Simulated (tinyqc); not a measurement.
Ballistic Schottky-barrier transistor with a one-dimensional channel, WKB contacts: two steps of the calculation.

Source Fermi level 0, drain Fermi level -Vd. Far from the contacts Ec = pn - psi, and the gate moves psi one to one; the band edges relax as exp(-x/lam) from pn at the source and pn - Vd at the drain; Ev = Ec - Eg. A carrier of energy w inside the channel band meets at a contact a barrier of height D (the contact edge beyond the channel edge): T = 1 for w >= D, else exp(-S), S = 4 lam sqrt(m/C) [sqrt(D - w) - sqrt(w) arctan sqrt((D - w)/w)], C = hbar^2/(2 m0). The two contacts combine as Ts Td/(Ts + Td - Ts Td).

Inputs (values chosen for the exercise); channel values close to those of a carbon nanotube: temperature T = 300 K; band gap Eg = 0.873 eV; barrier for electrons at both contacts pn = 0.49 eV; hole mass mp = 0.059 m0; valleys or subbands g = 2; screening length at the contacts lam = 2.8 nm; drain bias Vd = 0.5 V; band shift psi of the channel by the gate ps = 0.23 V; energy of one carrier inside the channel band w0 = 0.099 eV; upper end of the grid wm = 0.45 eV; points of the grid nE = 13.

Constants: q = 1.602176634e-19 C, kB = 1.380649e-23 J/K, hbar = 1.054571817e-34 J s, h = 6.62607015e-34 J s, m0 = 9.1093837015e-31 kg, Vt = kB T/q, hbar^2/(2 m0) = 0.0380998212 eV nm^2. Results are converted to the units shown.

Question 1. Transmission of one of the holes. S and T at both contacts for w = w0, and the tunnelling distance lam ln(D/w) at the higher barrier.

D for holes (eV): source -0.23000000, drain 0.27000000

Wanted: S at the source; S at the drain; combined T; tunnelling distance.

Answer 1.

S at the source = 0
S at the drain = 1.7273
combined T = 0.17776
tunnelling distance = 2.8092 nm

Question 2. Current of the holes on a coarse grid. I = g (2 q^2/h) int T(w) [f(Es + w) - f(Ed + w)] dw, f(y) = 1/(1 + exp(y/Vt)). Electrons: Ds = psi, Dd = psi - Vd, Es = Ec, Ed = Ec + Vd. Holes: Ds = -psi, Dd = Vd - psi, Es = -Ev, Ed = -Ev - Vd. The size of each current is taken; both flow from drain to source and add. Simpson's rule on nE equally spaced w from 0 to wm.

Find: w; Ts; Td; T; size of the supply difference; current.

Answer 2.

```
point   w (eV)      Ts         Td          T  size of the supply difference
0      0.00000  1.0000  7.1581e-4  7.1581e-4                       0.012480
1      0.03750  1.0000   0.029850   0.029850                      0.0029541
2      0.07500  1.0000    0.10250    0.10250                      6.9412e-4
3      0.11250  1.0000    0.23031    0.23031                      1.6282e-4
4      0.15000  1.0000    0.41105    0.41105                      3.8175e-5
5      0.18750  1.0000    0.62590    0.62590                      8.9499e-6
6      0.22500  1.0000    0.83830    0.83830                      2.0982e-6
7      0.26250  1.0000    0.98876    0.98876                      4.9190e-7
8      0.30000  1.0000     1.0000     1.0000                      1.1532e-7
9      0.33750  1.0000     1.0000     1.0000                      2.7035e-8
10     0.37500  1.0000     1.0000     1.0000                      6.3381e-9
11     0.41250  1.0000     1.0000     1.0000                      1.4859e-9
12     0.45000  1.0000     1.0000     1.0000                     3.4835e-10
```

current = 0.0013822 uA

Range of the model: No scattering, image-force lowering, channel charge or band-to-band tunnelling; parabolic kappa overstates S deep in the gap.

tinyqc, about 0.07 s, one thread, Intel Xeon 2.30GHz (shared host): `OMP_NUM_THREADS=1 python tinyqc.py 2390001 2390002 out.jsonl`
